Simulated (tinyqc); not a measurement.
Chemical vapour deposition: Grove model, boundary layer, depletion and step coverage: one step, computed by the program tinyqc.

A precursor diffuses to the surface and reacts there at first order; each molecule that reacts adds one formula unit of film.

Question. Depletion along the susceptor. Plug flow: U b dC/dx = -k_eff C with k_eff = k_s h_g/(k_s + h_g), so C falls as exp(-k_eff x/(U b)); the used share of the precursor is 1 - C(L)/C(0).

Inputs (values chosen for the exercise, close to those used for tungsten from its fluoride):

| quantity | value | unit |
|---|---|---|
| temperature T | 450 | C |
| gas velocity U | 50 | cm/s |
| susceptor length L | 27 | cm |
| channel height b | 4.8 | cm |

Reactor: horizontal, atmospheric.

surface rate constant k_s = 0.6949147 cm/s

mass-transfer coefficient h_g = 2.173968 cm/s

growth rate G at the inlet = 71.25483 nm/min

Give: k_eff; depletion length; rate at the outlet over rate at the inlet; rate at the outlet.

Answer.

k_eff = 0.5266 cm/s

depletion length = 455.8 cm

rate at the outlet over rate at the inlet = 0.9425

rate at the outlet = 67.16 nm/min

5.8 % of the precursor is used.
